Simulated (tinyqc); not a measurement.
From results back to parameters: two-band massive Dirac model of the K valleys. Two cases, with inputs chosen for the exercise.

Problem. In the valley model H = [[D/2, a t (kx - i ky)], [a t (kx + i ky), -D/2 + lam sz]], sz = +/-1, a t is hbar v. The gaps of the two spins, A and B, are G = D - lam and D + lam, the band-edge mass of A is c (D - lam)/(a t)^2, c = hbar^2/2m0, and its Berry curvature at the edge is 2 (a t)^2/G^2 in size. The values below come from hidden D, lam and t.

Constants: hbar^2/2m0 = 3.80998211 eV angstrom^2.

Case 1.

Values chosen (out of a larger set: near those used for monolayer MoSe2; not measured data): a = 3.308 angstrom (lattice constant).

gaps (eV): A 1.2970, B 1.5030

mass of A = 0.522115 m0

Case 2.

Values chosen (out of a larger set: near those used for monolayer MoS2; not measured data): a = 3.196 angstrom (lattice constant).

gaps (eV): A 1.5330, B 1.6870

mass of A = 0.499441 m0

Find: D, lam, t; |Omega| at the A edge.

Solution. The mean of the gaps is D and half their difference lam; a t = sqrt(c G_A/m). The curvature 2 (a t)^2/G^2 equals 2c/(m G).

Case 1.

D, lam, t (eV): 1.400  0.103  0.930

|Omega| at the A edge = 11.252 angstrom^2

Case 2.

D, lam, t (eV): 1.610  0.077  1.070

|Omega| at the A edge = 9.952 angstrom^2

Computed by tinyqc, one run a case: `OMP_NUM_THREADS=1 python tinyqc.py N N+1 out.jsonl` with N = 1450787, 1450790; one thread of a shared Intel(R) Xeon(R) Processor @ 2.30GHz, about 0.01 s a run at most.
